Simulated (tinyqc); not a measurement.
Worked calculation: plane-wave Kohn-Sham cycle with exchange-only LDA in a layered model solid. One step of it, computed by the program tinyqc.

Question. Iteration 1: potential. V_H(G) = 4 pi rho(G)/G^2 for G != 0 (uniform background); v_x = -(3 rho/pi)^(1/3); V = V_ext + V_H + v_x; Fourier components f(G_m) = (1/N) sum_j f(x_j) exp(-i G_m x_j).

A solid whose potential varies along x alone (atomic units):
```
parameter                      value
period a                   15.000000
cross-section of the cell  35.000000
electrons per cell                 4
grid points                       16
plane waves -n..n, n               2
k points                           1
V1 in V1 cos(2 pi x/a)     -0.190000
V2 in V2 cos(4 pi x/a)     -0.200000
```

density at the start, on the grid x_j = j a/N (e/bohr^3): 0.00761905  0.00761905  0.00761905  0.00761905  0.00761905  0.00761905  0.00761905  0.00761905  0.00761905  0.00761905  0.00761905  0.00761905  0.00761905  0.00761905  0.00761905  0.00761905

Give: Potentials on the grid; V(G_m), m = 0, 1, 2, ....

Answer.

Potentials on the grid (hartree):
```
x          V_ext     V_H      v_x        V
0.0000   -0.3900  0.0000  -0.1938  -0.5838
0.9375   -0.3170  0.0000  -0.1938  -0.5107
1.8750   -0.1344  0.0000  -0.1938  -0.3281
2.8125    0.0687  0.0000  -0.1938  -0.1251
3.7500    0.2000  0.0000  -0.1938   0.0062
4.6875    0.2141  0.0000  -0.1938   0.0204
5.6250    0.1344  0.0000  -0.1938  -0.0594
6.5625    0.0341  0.0000  -0.1938  -0.1597
7.5000   -0.0100  0.0000  -0.1938  -0.2038
8.4375    0.0341  0.0000  -0.1938  -0.1597
9.3750    0.1344  0.0000  -0.1938  -0.0594
10.3125   0.2141  0.0000  -0.1938   0.0204
11.2500   0.2000  0.0000  -0.1938   0.0062
12.1875   0.0687  0.0000  -0.1938  -0.1251
13.1250  -0.1344  0.0000  -0.1938  -0.3281
14.0625  -0.3170  0.0000  -0.1938  -0.5107
```

V(G_m), m = 0, 1, 2, ... (hartree): -0.1938  -0.0950  -0.1000  0.0000  0.0000
